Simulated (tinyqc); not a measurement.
# Trap density from two Hall measurements

Inverse problem. p-type body, charge-sheet picture, full ionisation (an idealisation for deep acceptors), Boltzmann statistics for free electrons. e = Ec - EF at the surface. psi = Eg - Vt ln(Nv/Na) - e; N_dep = sqrt(2 eps0 eps_r Na (psi - Vt)/q); n_f = sqrt(N_dep^2 + 2 eps0 eps_r Vt Nc exp(-e/Vt)/q) - N_dep; Vg = Vfb + psi + q (N_dep + n_t + n_f)/Cox, Cox = eps0 eox/tox. Find e and n_t at both points and the mean trap density between them.

Parameters, values chosen for the exercise; band and dielectric values close to those of 4H silicon carbide:
- T = 300 K (temperature)
- Eg = 3.31 eV (band gap)
- eps_r = 9.88 (relative permittivity)
- Nc = 1.71e19 cm^-3 (conduction-band density of states at T)
- Nv = 2.5e19 cm^-3 (valence-band density of states at T)
- eox = 3.9 (relative permittivity of the insulator)
- tox = 56 nm (insulator thickness)
- Na = 4.4e16 cm^-3 (acceptor density)
- Vfb = -1.99 V (flat-band voltage without trapped charge)

Constants: q = 1.602176634e-19 C, kB = 1.380649e-23 J/K, Vt = kB T/q, eps0 = 8.8541878128e-14 F/cm where lengths are in cm. Results are converted to the units shown.

Vg (V): 4.1322297  4.4883388
free sheet density from the Hall effect (cm^-2): 4.8040327e8  1.7143119e10

Answer. Each n_f fixes e; what the gate voltage holds beyond psi, N_dep and n_f is trapped; the difference quotient is the density, smeared over a few Vt.

e (eV): 0.2160  0.1230
n_t (cm^-2): 4.683e10  1.127e11
mean trap density = 7.079e11 cm^-2 eV^-1

Numbers from tinyqc (`OMP_NUM_THREADS=1 python tinyqc.py 2222123 2222124 out.jsonl`; about 0.02 s on one thread of a shared Intel Xeon 2.30GHz).
